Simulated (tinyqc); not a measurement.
# One gate, two gates and a surrounding gate

Below threshold the potential that source and drain add obeys Laplace's equation, vanishes on the gates and decays along the channel as exp(-k y). The same ts (depleted depth over a conducting body, body thickness or wire diameter), ti and permittivities in three geometries; k is the smallest positive root of: one gate, f(k) = eps_r sin(k ti) cos(k ts) + ei cos(k ti) sin(k ts); two gates, f(k) = ei cos(k ti) cos(k ts/2) - eps_r sin(k ti) sin(k ts/2); wire, f(k) = ei J0(u)[J1(u) Y0(v) - Y1(u) J0(v)] - eps_r J1(u)[J0(u) Y0(v) - Y0(u) J0(v)], u = k ts/2, v = u + k ti. Parabolic estimates of l: sqrt((eps_r/ei) ts ti); sqrt((eps_r/(2 ei)) ts ti (1 + ei ts/(4 eps_r ti))); sqrt([2 eps_r ts^2 ln(1 + 2 ti/ts) + ei ts^2]/(16 ei)), in the same order.

Inputs (values chosen for the exercise); permittivities: semiconductor close to that of gallium nitride, insulator close to that of silicon nitride: relative permittivity of the semiconductor eps_r = 9.53; relative permittivity of the insulator ei = 7.83; insulator thickness ti = 3.1 nm; body thickness ts = 3.3 nm.

Scale lengths (nm):

|  | Lambda = pi/k | l = 1/k | l(parabolic) |
|---|---|---|---|
| one gate over a conducting body | 6.420 | 2.043 | 3.529 |
| two gates | 10.07 | 3.204 | 2.754 |
| wire | 6.433 | 2.048 | 1.560 |

What does the table show?

The wire has the middle scale length, 0.639 times that of the double gate; the single gate over a conducting body has 0.638 times it, its layer ending directly on a conductor where the double gate has a second insulator. The parabolic estimates are 73 % above, 14 % below and 24 % below the exact l, in the order of the rows.

Numbers from tinyqc (`OMP_NUM_THREADS=1 python tinyqc.py 2420084 2420085 out.jsonl`; about 0.01 s on one thread of a shared Intel Xeon 2.30GHz).
